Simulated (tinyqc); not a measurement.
Tersoff bond-order potential: one step, computed by the program tinyqc. Command: `OMP_NUM_THREADS=1 python tinyqc.py 3004723 3004724 out.jsonl tersoff walk`. One thread of a shared host (Intel(R) Xeon(R) Processor @ 2.30GHz), about 0.01 s of CPU time with the checks.

E = (1/2) sum_(i, j != i) [A exp(-lambda r_ij) - b_ij B exp(-mu r_ij)], b_ij = (1 + (beta zeta_ij)^n)^(-1/(2n)), zeta_ij = sum_(k != i, j) g(theta_ijk), g = 1 + c^2/d^2 - c^2/(d^2 + (h - cos theta)^2), with theta at atom i. Only nearest neighbours count (cut-off function 1 for them, 0 beyond).

Problem. Unrelaxed vacancy. Each of the four neighbours loses one bond; its three other bonds now have zeta = 2 g, for the direction that starts at it. E_v = -E + 12 x (1/2)(b(3g) - b(2g)) B exp(-mu r), where -E is the pair-like cost.

Inputs (values chosen for the exercise, modelled on silicon):
```
quantity     value        unit
B           476.27          eV
mu          1.7322  1/angstrom
beta      1.07e-06           -
n           0.7916           -
```

zeta = 31503.26

energy per atom of the diamond lattice = -4.858885 eV

bond order b = 0.9591154

bond length = 2.330913 angstrom

Give: b(2g); unrelaxed vacancy energy E_v.

Solution.

b(2g) = 0.9699

unrelaxed vacancy energy E_v = 4.315 eV

Stronger back bonds return 0.544 eV, so E_v is 89 % of the cohesive energy.
